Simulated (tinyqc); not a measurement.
Worked calculation: plane-wave Kohn-Sham cycle with exchange-only LDA in a layered model solid. Computed by tinyqc, a small Python program that keeps every step. Settings: points = 16, plane-wave index or count = 3, electrons = 4, k points = 3, area = 20.0, mixing = 0.5, iteration cap = 72, Pulay depth = 5. Command: `OMP_NUM_THREADS=1 python tinyqc.py 27352 27353 out.jsonl` (the two numbers bound the seeds that draw the settings). One thread of a shared host (Intel(R) Xeon(R) Processor @ 2.60GHz), about 0.04 s of CPU time with the checks.

A solid whose potential varies along x alone (atomic units):
```
parameter                      value
period a                    8.000000
cross-section of the cell  20.000000
electrons per cell                 4
grid points                       16
plane waves -n..n, n               3
k points                           3
V1 in V1 cos(2 pi x/a)     -0.220000
V2 in V2 cos(4 pi x/a)     -0.030000
```

Stop when sqrt(dV sum R^2) is below 1e-8, dV = a A/N.

Course of the cycle:
```
iteration  E (hartree)  norm of the residual
1          -0.52948875              1.06e-01
2          -0.48316169              6.13e-02
3          -0.48170338              3.90e-02
4          -0.48254973              4.82e-02
5          -0.48134763              3.48e-02
6          -0.48229384              4.44e-02
7          -0.48696072              8.11e-02
8          -0.48889631              2.84e-01
9          -0.48399415              6.51e-02
10         -0.48153483              3.69e-02
11         -0.48150001              4.72e-02
...                ...                   ...
62         -0.48559941              7.42e-02
63         -0.48223367              5.31e-02
64         -0.48135417              3.53e-02
65         -0.48145849              4.66e-02
66         -0.48127253              4.49e-02
67         -0.48124879              4.46e-02
68         -0.48123344              4.45e-02
69         -0.48123247              4.45e-02
70         -0.48603677              7.57e-02
71         -0.48607408              7.59e-02
72         -0.48294724              5.20e-02
```

Can the last value be used, and what does the course show?

Not by the stop rule. Not converged within 72 iterations: the residual wanders without falling. At the k point shown the highest filled and lowest empty bands lie only 0.0049 hartree apart, so integer filling is fragile. Reruns (cap 100 unless said): mixing 0.1: not converged; mixing 0.5, Kerker q0 1.0: not converged; mixing 0.3, Pulay depth 5: not converged; the original settings with a cap of 400: not converged.
